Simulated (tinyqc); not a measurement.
# Trap depth and cross-section from two peaks

Inverse problem. A DLTS peak lies where ew = sn g T^2 exp(-Et/kB T), g = vth Nc/(300 K)^2. Find Et and sn.

Parameters, values chosen for the exercise: conduction-band density of states at 300 K Nc = 2.27e18 cm^-3; thermal velocity at 300 K vth = 2.6e7 cm/s.

Constants: q = 1.602176634e-19 C, kB = 1.380649e-23 J/K. Results are converted to the units shown.

peak temperatures for ew = 20 and 500 1/s (K): [80.842898, 92.731476]

Answer. The slope of ln(ew/T^2) against q/kB T is -Et, and the intercept is ln(sn g).

Et = 0.160 eV
sn = 4.40e-14 cm^2

tinyqc, about 0.01 s, one thread, Intel Xeon 2.30GHz (shared host): `OMP_NUM_THREADS=1 python tinyqc.py 2050025 2050026 out.jsonl`
